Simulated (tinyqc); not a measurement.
# Metal-interlayer-semiconductor contact, depinning against tunnelling resistance: two studies

Zero bias, n-type semiconductor. Gap states at the semiconductor surface thin out as exp(-be ti), which unpins the barrier; electrons must then cross the interlayer (a rectangular barrier, no voltage drop across it) and the parabolic depleted layer, both by WKB. Energies E are counted from the Fermi level; no image force, parabolic bands.

Parameters, values chosen for the exercise; semiconductor values close to those of 4H silicon carbide; interlayer mass of the order of that in strontium titanate, offset chosen freely:
- T = 400 K (temperature)
- Eg = 3.34 eV (band gap)
- eps_r = 9.35 (relative permittivity)
- chi = 3.72 eV (electron affinity)
- Nc = 2.62e19 cm^-3 (conduction-band density of states at T)
- mt = 0.203 m0 (tunnelling mass in the semiconductor)
- mA = 0.36 m0 (Richardson mass)
- Nd = 2.9e19 cm^-3 (donor density)
- E0 = 1.9 eV (charge-neutrality level above the valence band)
- S0 = 0.65 (pinning factor without interlayer)
- phiM = 3.85 eV (metal work function)
- ti = 0.4 nm (interlayer thickness)
- dE = 0.16 eV (conduction-band offset of the interlayer above the semiconductor)
- mi = 0.59 m0 (tunnelling mass in the interlayer)
- be = 1.8 1/nm (decay constant of gap states through the interlayer)

Constants: q = 1.602176634e-19 C, kB = 1.380649e-23 J/K, eps0 = 8.8541878128e-12 F/m, hbar = 1.054571817e-34 J s, h = 6.62607015e-34 J s, m0 = 9.1093837015e-31 kg, Vt = kB T/q, hbar^2/(2 m0) = 0.0380998212 eV nm^2. Results are converted to the units shown.

Each table varies one quantity; the others keep the values above.

## Contact resistivity against the interlayer thickness

S = 1/(1 + (1/S0 - 1) exp(-be ti)); phiB = S (phiM - chi) + (1 - S)(Eg - E0); xi = Ec - EF deep inside, from Nd = Nc F(-xi/Vt), F(x) = (2/sqrt(pi)) int_0^infinity sqrt(u) du/(1 + exp(u - x)); band bending U = phiB - xi; E00 = (hbar/2) sqrt(Nd/(eps0 eps_r mt m0)) in volts; A = 4 pi q mA m0 kB^2/h^3. With U = phiB - xi: for xi < E < phiB, y = (E - xi)/U and G1 = (U/E00) [sqrt(1 - y) - y ln((1 + sqrt(1 - y))/sqrt(y))], G1 = 0 above phiB; G2 = 2 ti sqrt(mi max(phiB + dE - E, 0)/C), C = hbar^2/(2 m0); f = 1/(1 + exp(E/Vt)); 1/rho_c = (A T^2/Vt^2) times the integral of exp(-G1 - G2) f over E from xi upwards. Shares under 0.001 % are printed as 0; rows without band bending are left out.

The same in every row: E00/Vt = 2.11.

Contact resistivity against the interlayer thickness:
```
ti (nm)      S  phiB (eV)  rho_c (ohm cm^2)  rho_c with G2 = 0 (ohm cm^2)  peak of the integrand (eV)  share above phiB (%)
0        0.650      0.589           2.73e-6                       2.73e-6                      0.0536               0.00211
0.2      0.727      0.488           2.56e-6                       7.93e-7                      0.0522                0.0213
0.4      0.792      0.402           2.45e-6                       2.81e-7                      0.0513                 0.144
0.6      0.845      0.333           2.50e-6                       1.23e-7                      0.0512                 0.660
0.8      0.887      0.278           2.79e-6                       6.57e-8                      0.0520                  2.17
1        0.918      0.237           3.40e-6                       4.13e-8                      0.0539                  5.52
1.2      0.942      0.207           4.46e-6                       2.95e-8                      0.0570                  11.5
1.4      0.958      0.184           6.14e-6                       2.32e-8                      0.0614                  20.9
1.6      0.971      0.168           8.52e-6                       1.96e-8                      0.0672                  33.9
```

What does the table show?

As ti goes from 0 to 1.6, phiB falls from 0.588 to 0.168 eV and rho_c goes from 2.73e-6 through a minimum of 2.45e-6 (at ti = 0.4 among the rows listed) to 8.52e-6 ohm cm^2. At ti = 0.4 nm rho_c is 1.12 times lower than without interlayer: up to there the falling barrier gains more than tunnelling through the layer costs, beyond it the layer dominates. The ratio of rho_c to its value with G2 = 0 runs from 1.00 to 434.

## Contact resistivity against the donor density

Same model as above.

The same in every row: S = 0.792; phiB (eV) = 0.402.

Contact resistivity against the donor density:
```
Nd (cm^-3)  E00/Vt  rho_c (ohm cm^2)  rho_c with G2 = 0 (ohm cm^2)  peak of the integrand (eV)  share above phiB (%)
8.7e17       0.365           4.64e-4                       1.19e-4                       0.375                  27.3
2e18         0.553           2.44e-4                       5.39e-5                       0.337                  14.3
4.5e18       0.829           9.14e-5                       1.65e-5                       0.264                  5.37
1e19          1.24           2.27e-5                       3.29e-6                       0.159                  1.34
2.3e19        1.88           3.99e-6                       4.78e-7                      0.0677                 0.235
5.2e19        2.82           7.51e-7                       7.92e-8                      0.0201                0.0442
1.2e20        4.28           1.72e-7                       1.63e-8                     -0.0113                0.0101
2.7e20        6.42           5.42e-8                       4.68e-9                     -0.0343               0.00319
6e20          9.58           2.24e-8                       1.72e-9                     -0.0523               0.00132
```

Read the table: what changes, and by how much?

As Nd goes from 8.7e17 to 6e20, phiB stays at 0.402 eV and rho_c falls from 4.64e-4 to 2.24e-8 ohm cm^2. rho_c goes as Nd^(-0.77) between the first two rows and Nd^(-1.11) between the last two, while E00/Vt goes from 0.365 to 9.58 and the share above the barrier from 27.3 to 0.00132 %. The ratio of rho_c to its value with G2 = 0 runs from 3.90 to 13.0.

tinyqc, about 0.02 s, one thread, Intel Xeon 2.30GHz (shared host): `OMP_NUM_THREADS=1 python tinyqc.py 2270031 2270032 out.jsonl`
